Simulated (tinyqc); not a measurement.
Capacitance measurement on a leaky thin oxide: effects of series resistance and leakage: one step of the calculation.

The device is a capacitance C in parallel with a leakage conductance G, in series with Rs and Ls. An impedance meter reports either a parallel pair (Cp, Gp) from Y = 1/Z = Gp + i w Cp or a series pair (Cs, Rm) from Z = Rm + 1/(i w Cs); w = 2 pi f, dissipation D = Gp/(w |Cp|).

Task. True capacitance and conductance. EOT = 3.9 tox/eox; CET = EOT + zc + zp; C = 3.9 eps0 A/CET; G = Jg A/Vs.

Inputs (values chosen for the exercise); values of the order met in thin-oxide MOS capacitors:
```
symbol  value    unit                                                                 meaning
eox       3.9          relative permittivity of the gate insulator (close to silicon dioxide)
tox       2.1      nm                                                     insulator thickness
A         100    um^2                                                               gate area
zc       0.42      nm              oxide-equivalent thickness added by the accumulation layer
zp          0      nm                      oxide-equivalent thickness added by gate depletion
Jg      0.055  A/cm^2              gate leakage current density, not matched to the thickness
Vs       0.29       V                               voltage for an e-fold rise of the leakage
```

Constants: eps0 = 8.8541878128e-14 F/cm where lengths are in cm. Results are converted to the units shown.

Give: EOT; CET; C; G.

Result.

EOT = 2.1000 nm
CET = 2.5200 nm
C = 1.3703 pF
G = 0.18966 uS

Computed by the program tinyqc: `OMP_NUM_THREADS=1 python tinyqc.py 2022054 2022055 out.jsonl`, one thread of a shared Intel Xeon 2.30GHz, about 0.01 s for the whole run.
